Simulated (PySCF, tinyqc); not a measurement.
Inside a calculation. Method: coupled-perturbed Hartree-Fock on RHF in the sto-3g basis, for H4, spin multiplicity 1. The lowest restricted solution is unstable here: a spin-polarised one lies 0.0020 hartree lower (PySCF). Computed by tinyqc, a small Python program that keeps every step (integrals from PySCF). Settings: charge = 0, multiplicity = 1, basis = sto-3g, method = RHF, energy threshold = 1e-10, iteration cap = 88, orthogonalisation = canonical, start = Wolfsberg-Helmholz matrix, DIIS depth = 6. Command: `OMP_NUM_THREADS=1 python tinyqc.py 20382 20383 out.jsonl` (the two numbers bound the seeds that draw the settings). One thread of a shared host (Intel(R) Xeon(R) Processor @ 2.60GHz), about 0.2 s of CPU time with the checks. Later iterations appear only in the table of the cycle.

## One-electron integrals

Geometry (angstrom):
```
atom        x        y        z
H     0.00000  0.00000  0.00000
H     0.00000  0.00000  1.17200
H     0.00000  0.00000  2.80000
H     0.00000  0.00000  3.97200
```

Basis sto-3g: exponents (1/bohr^2) and contraction coefficients of normalised primitives:
```
element  l (shell)  exponent  coefficient
H            s (1)   3.42525      0.15433
H            s (1)   0.62391      0.53533
H            s (1)   0.16886      0.44463
```

Overlap, kinetic and nuclear-attraction integrals over the contracted functions; the nuclear repulsion is the sum of Za Zb / Rab.

nuclear repulsion = 1.7392908 hartree

overlap S, order 1H 1s, 2H 1s, 3H 1s, 4H 1s:
```
[[1.00000, 0.40129, 0.02760, 0.00190],
 [0.40129, 1.00000, 0.21308, 0.02760],
 [0.02760, 0.21308, 1.00000, 0.40129],
 [0.00190, 0.02760, 0.40129, 1.00000]]
```

kinetic energy T (hartree), order 1H 1s, 2H 1s, 3H 1s, 4H 1s:
```
[[0.76003, 0.05927, -0.00837, -0.00126],
 [0.05927, 0.76003, 0.00083, -0.00837],
 [-0.00837, 0.00083, 0.76003, 0.05927],
 [-0.00126, -0.00837, 0.05927, 0.76003]]
```

nuclear attraction V (hartree), order 1H 1s, 2H 1s, 3H 1s, 4H 1s:
```
[[-1.99331, -0.75397, -0.04653, -0.00305],
 [-0.75397, -2.18438, -0.38142, -0.04653],
 [-0.04653, -0.38142, -2.18438, -0.75397],
 [-0.00305, -0.04653, -0.75397, -1.99331]]
```

core Hamiltonian H = T + V (hartree), order 1H 1s, 2H 1s, 3H 1s, 4H 1s:
```
[[-1.23328, -0.69470, -0.05490, -0.00431],
 [-0.69470, -1.42435, -0.38059, -0.05490],
 [-0.05490, -0.38059, -1.42435, -0.69470],
 [-0.00431, -0.05490, -0.69470, -1.23328]]
```

## Two-electron integrals

Functions are numbered as in S; the eight-fold symmetry (ij|kl) = (ji|kl) = (kl|ij) leaves the list below.

Two-electron integrals (ij|kl) in chemists' order, unique and non-zero (hartree):
```
(11|11) 0.77461    (21|11) 0.23713    (21|21) 0.09878    (22|11) 0.42569
(22|21) 0.23713    (22|22) 0.77461    (31|11) 0.01046    (31|21) 0.00512
(31|22) 0.01504    (31|31) 0.00036    (32|11) 0.05814    (32|21) 0.03202
(32|22) 0.11022    (32|31) 0.00279    (32|32) 0.02507    (33|11) 0.18897
(33|21) 0.09699    (33|22) 0.32089    (33|31) 0.01046    (33|32) 0.11022
(33|33) 0.77461    (41|11) 0.00052    (41|21) 0.00027    (41|22) 0.00088
(41|31) 2.28e-05   (41|32) 0.00020    (41|33) 0.00088    (41|41) 1.63e-06
(42|11) 0.00588    (42|21) 0.00311    (42|22) 0.01046    (42|31) 0.00029
(42|32) 0.00279    (42|33) 0.01504    (42|41) 2.28e-05   (42|42) 0.00036
(43|11) 0.06309    (43|21) 0.03096    (43|22) 0.09699    (43|31) 0.00311
(43|32) 0.03202    (43|33) 0.23713    (43|41) 0.00027    (43|42) 0.00512
(43|43) 0.09878    (44|11) 0.13323    (44|21) 0.06309    (44|22) 0.18897
(44|31) 0.00588    (44|32) 0.05814    (44|33) 0.42569    (44|41) 0.00052
(44|42) 0.01046    (44|43) 0.23713    (44|44) 0.77461
```

## Orthogonalisation

S = U s U^T; canonical form X = U s^(-1/2), so that X^T S X = 1. Each column of U has its largest component positive (the first on a tie).

eigenvalues of S: [0.50419, 0.66579, 1.28083, 1.54919]

X, order 1H 1s, 2H 1s, 3H 1s, 4H 1s:
```
[[-0.60085, 0.68210, 0.49826, 0.35042],
 [0.79415, -0.53454, 0.37698, 0.44716],
 [-0.79415, -0.53454, -0.37698, 0.44716],
 [0.60085, 0.68210, -0.49826, 0.35042]]
```

## Starting guess

The start is the generalised Wolfsberg-Helmholz matrix (K = 1.75) built on H; D = 2 C_occ C_occ^T.

D at the start, order 1H 1s, 2H 1s, 3H 1s, 4H 1s:
```
[[0.54612, 0.66511, -0.12296, -0.26063],
 [0.66511, 0.89969, 0.12985, -0.12296],
 [-0.12296, 0.12985, 0.89969, 0.66511],
 [-0.26063, -0.12296, 0.66511, 0.54612]]
```

## Iteration 1: building the Fock matrix

J_ij = sum D_kl (ij|kl), K_ij = sum D_kl (ik|jl); F = H + J - 0.5 K; E = tr D H + tr D J / 2 - 0.25 tr D K + E_nn.

Coulomb J (hartree), order 1H 1s, 2H 1s, 3H 1s, 4H 1s:
```
[[1.45895, 0.64329, 0.04337, 0.00292],
 [0.64329, 1.78763, 0.35205, 0.04337],
 [0.04337, 0.35205, 1.78763, 0.64329],
 [0.00292, 0.04337, 0.64329, 1.45895]]
```

exchange K (hartree), order 1H 1s, 2H 1s, 3H 1s, 4H 1s:
```
[[0.82610, 0.69076, 0.05820, -0.03183],
 [0.69076, 1.10931, 0.27876, 0.05820],
 [0.05820, 0.27876, 1.10931, 0.69076],
 [-0.03183, 0.05820, 0.69076, 0.82610]]
```

Fock matrix F (hartree), order 1H 1s, 2H 1s, 3H 1s, 4H 1s:
```
[[-0.18738, -0.39679, -0.04064, 0.01452],
 [-0.39679, -0.19137, -0.16792, -0.04064],
 [-0.04064, -0.16792, -0.19137, -0.39679],
 [0.01452, -0.04064, -0.39679, -0.18738]]
```

total energy of this density = -1.9925181 hartree

## Iteration 1: diagonalisation and new density

Diagonalise F' = X^T F X, C = X C', fill 2 alpha and 2 beta electrons from the bottom; D = 2 C_occ C_occ^T. Each column has its largest component positive (the first on a tie).

F' = X^T F X (hartree):
```
[[0.50440, 0.00000, -0.01367, 0.00000],
 [0.00000, 0.27179, 0.00000, -0.01384],
 [-0.01367, 0.00000, -0.37450, 0.00000],
 [0.00000, -0.01384, 0.00000, -0.46030]]
```

orbital energies (hartree): [-0.46056, -0.37471, 0.27205, 0.50461]

coefficients C, order 1H 1s, 2H 1s, 3H 1s, 4H 1s:
```
[[0.36325, 0.48886, 0.67536, -0.60852],
 [0.43698, 0.38928, -0.54289, 0.78819],
 [0.43698, -0.38928, -0.54289, -0.78819],
 [0.36325, -0.48886, 0.67536, 0.60852]]
```

D after iteration 1, order 1H 1s, 2H 1s, 3H 1s, 4H 1s:
```
[[0.74186, 0.69807, -0.06314, -0.21407],
 [0.69807, 0.68498, 0.07884, -0.06314],
 [-0.06314, 0.07884, 0.68498, 0.69807],
 [-0.21407, -0.06314, 0.69807, 0.74186]]
```

## Iteration 9 (converged): orbitals

converged F (hartree), order 1H 1s, 2H 1s, 3H 1s, 4H 1s:
```
[[-0.19841, -0.41072, -0.04491, 0.00735],
 [-0.41072, -0.21766, -0.16221, -0.04491],
 [-0.04491, -0.16221, -0.21766, -0.41072],
 [0.00735, -0.04491, -0.41072, -0.19841]]
```

As before.

F' = X^T F X (hartree):
```
[[0.47968, 0.00000, -0.03378, 0.00000],
 [0.00000, 0.26964, 0.00000, -0.01698],
 [-0.03378, 0.00000, -0.39276, 0.00000],
 [0.00000, -0.01698, 0.00000, -0.48442]]
```

orbital energies (hartree): [-0.48480, -0.39407, 0.27002, 0.48099]

coefficients C, order 1H 1s, 2H 1s, 3H 1s, 4H 1s:
```
[[0.36569, 0.47467, 0.67404, -0.61965],
 [0.43501, 0.40738, -0.54447, 0.77899],
 [0.43501, -0.40738, -0.54447, -0.77899],
 [0.36569, -0.47467, 0.67404, 0.61965]]
```

D after iteration 9, order 1H 1s, 2H 1s, 3H 1s, 4H 1s:
```
[[0.71809, 0.70490, -0.06858, -0.18317],
 [0.70490, 0.71039, 0.04656, -0.06858],
 [-0.06858, 0.04656, 0.71039, 0.70490],
 [-0.18317, -0.06858, 0.70490, 0.71809]]
```

## Convergence

Stop when the energy changes by less than 1e-10 hartree and every element of the error matrix X^T (F D S - S D F) X is below 3e-06.

Course of the cycle:
```
iteration  E (hartree)     change  largest element of the error matrix
1           -1.9925181          -                             1.99e-01
2           -2.0249817  -3.25e-02                             3.59e-02
3           -2.0257496  -7.68e-04                             5.72e-03
4           -2.0258036  -5.39e-05                             8.74e-05
5           -2.0258036  -1.02e-08                             2.77e-05
6           -2.0258036  -7.34e-10                             1.64e-05
7           -2.0258036  -1.98e-10                             1.17e-05
8           -2.0258036  -2.02e-10                             1.33e-08
9           -2.0258036  -4.44e-16                             7.44e-11
```

PySCF RHF in the same basis = -2.0258036 hartree

Converged in 9 iterations.

## Populations, bond orders and dipole

Mulliken: Z minus the diagonal of D S on the atom; Loewdin: the same with S^(1/2) D S^(1/2); Mayer order: 2 sum_s sum (D(s) S)_ij (D(s) S)_ji over the two atoms.

Charges (e):
```
atom  Mulliken   Loewdin
1H     0.00129  -0.00085
2H    -0.00129   0.00085
3H    -0.00129   0.00085
4H     0.00129  -0.00085
```

Mayer bond orders:
```
pair     order
2-1    0.96476
3-1   -0.00081
3-2    0.03605
4-1    0.03605
4-2   -0.00081
4-3    0.96476
```

dipole moment about the origin, x y z (debye): [0.00000, 0.00000, 0.00000]

## Integrals over molecular orbitals

(pq|rs) = sum C_ip C_jq C_kr C_ls (ij|kl), one index at a time.

one-electron integrals over orbitals h = C^T H C (hartree):
```
[[-1.49111, 0.00000, 0.10381, 0.00000],
 [0.00000, -1.39512, 0.00000, -0.08965],
 [0.10381, 0.00000, -1.09428, 0.00000],
 [0.00000, -0.08965, 0.00000, -0.97520]]
```

Two-electron integrals over orbitals (pq|rs), unique and non-zero (hartree):
```
(11|11) 0.40746    (21|21) 0.19222    (22|11) 0.39553    (22|22) 0.40220
(31|11) -0.04317   (31|22) 0.00058    (31|31) 0.11113    (32|21) 0.06181
(32|32) 0.10940    (33|11) 0.39533    (33|22) 0.39709    (33|31) -0.00437
(33|33) 0.41104    (41|21) 0.01851    (41|32) -0.08611   (41|41) 0.09671
(42|11) 0.04972    (42|22) 0.00873    (42|31) -0.11033   (42|33) 0.00601
(42|42) 0.11438    (43|21) -0.18963   (43|32) -0.06428   (43|41) -0.01674
(43|43) 0.20140    (44|11) 0.42266    (44|22) 0.41098    (44|31) -0.04667
(44|33) 0.42123    (44|42) 0.05354    (44|44) 0.45528
```

## Response to a field: uncoupled start

dipole integrals <a|z|i> (bohr), order a3, a4:
```
[[0.00000, -1.72084],
 [0.65969, 0.00000]]
```

Field along z; U_ai = -mu_ai / (e_a - e_i), alpha = -4 sum U_ai mu_ai.

uncoupled U, order a3, a4:
```
[[0.00000, 2.59128],
 [-0.68306, 0.00000]]
```

uncoupled polarisability = 19.63911 bohr^3

## Coupled step 1

U_ai = -(mu_ai + sum_bj [4 (ai|bj) - (ab|ij) - (aj|bi)] U_bj) / (e_a - e_i); alpha = -4 sum U_ai mu_ai.

U after step 1, order a3, a4:
```
[[0.00000, 2.81439],
 [-0.65747, 0.00000]]
```

polarisability = 21.10732 bohr^3

## Coupled step 2

As before.

U after step 2, order a3, a4:
```
[[0.00000, 2.83925],
 [-0.64369, 0.00000]]
```

polarisability = 21.24207 bohr^3

## Coupled polarisability

Repeat until U stops changing; compare with -d2E/dF2.

Course of the coupled iterations:
```
step  alpha (bohr^3)
0           19.63911
1           21.10732
2           21.24207
3           21.25817
4           21.26055
5           21.26094
6           21.26101
7           21.26102
8           21.26102
9           21.26102
10          21.26102
11          21.26102
```

coupled polarisability = 21.26102 bohr^3

finite-field check, fields of +/-0.001 au = 21.26127 bohr^3
